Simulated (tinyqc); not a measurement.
# Front-illuminated p-i-n photodiode, quantum efficiency and bandwidth: efficiency and bandwidth against the diameter

Light enters through a p layer (0 to xp), a depleted layer (xp to xp + wi) and a thick n substrate, decaying as exp(-al x); one pass, no back reflection. Carriers made in the depleted layer are all collected; those in the neutral layers diffuse.

k = al Ln, s = S Ln/Dn, e = exp(-al xp); front layer f1 = (k/(k^2 - 1)) {[s + k - e (s cosh(xp/Ln) + sinh(xp/Ln))]/[s sinh(xp/Ln) + cosh(xp/Ln)] - k e}; depleted layer f2 = e (1 - exp(-al wi)); substrate f3 = e exp(-al wi) al Lp/(1 + al Lp); external efficiency (1 - Rf)(f1 + f2 + f3); responsivity = efficiency q lam/(h c). Drift response for pairs made in the depleted layer, a = al wi, g = 1 - exp(-a), u = 2 pi i f, te = wi/ve, th = wi/vh: electrons He = [g - a (exp(-a) - exp(-u te))/(u te - a)]/(u te g), holes Hh = [g - a (1 - exp(-a - u th))/(a + u th)]/(u th g); C = eps0 eps_r pi (dia/2)^2/wi + Cp; total |He + Hh|/sqrt(1 + (2 pi f RL C)^2), for the current of the depleted layer alone. Limits are the frequencies at which each factor falls to 1/sqrt(2); inverse-square sum (f_transit^-2 + f_RC^-2)^(-1/2); the diffusion currents f1 and f3 are left out of the bandwidth.

Inputs (values chosen for the exercise); values close to those of gallium arsenide at this wavelength: wavelength lam = 850 nm; absorption coefficient al = 10000 1/cm; reflectance of the front face Rf = 0.05; relative permittivity eps_r = 13.3; thickness of the front p layer xp = 0.095 um; thickness of the depleted layer wi = 1.3 um; electron diffusion coefficient in the p layer Dn = 64 cm^2/s; electron diffusion length in the p layer Ln = 2 um; recombination velocity of the front surface S = 3e5 cm/s; hole diffusion length in the thick n substrate Lp = 67 um; electron drift velocity ve = 8.11e6 cm/s; hole drift velocity vh = 5.75e6 cm/s; load resistance RL = 50 ohm; parasitic capacitance Cp = 10 fF.

Constants: q = 1.602176634e-19 C, h = 6.62607015e-34 J s, c = 299792458 m/s, eps0 = 8.8541878128e-14 F/cm where lengths are in cm. Results are converted to the units shown.

The same in every row: f2 = 0.6615; f1 + f3 = 0.3328; responsivity (A/W) = 0.6476; transit limit (GHz) = 29.95.

Efficiency and bandwidth against the diameter:
```
dia (um)  RC limit (GHz)  3 dB bandwidth (GHz)  inverse-square sum (GHz)  bandwidth x (1 - Rf) f2 (GHz)
5                  270.2                 29.69                     29.77                          18.66
10                 186.0                 29.41                     29.57                          18.48
20                 82.77                 27.58                     28.16                          17.33
50                 16.94                 14.27                     14.75                          8.969
100                4.412                 4.348                     4.365                          2.732
200                1.115                 1.114                     1.114                         0.6998
500               0.1789                0.1789                    0.1789                         0.1124
1000             0.04473               0.04473                   0.04473                        0.02811
```

As dia goes from 5 to 1000, the responsivity stays at 0.648 A/W and the bandwidth falls from 29.7 to 0.0447 GHz. The RC limit is the lower one for dia = 50, 100, 200, 500, 1000, the transit limit elsewhere. Adding inverse squares of the two limits is within 3.3 % of the full result. In every row the diffusion currents exceed 0.3 of the drift current; their own response times, left out, may then shape the whole response.

Computed by the program tinyqc: `OMP_NUM_THREADS=1 python tinyqc.py 2250027 2250028 out.jsonl`, one thread of a shared Intel Xeon 2.30GHz, about 0.01 s for the whole run.
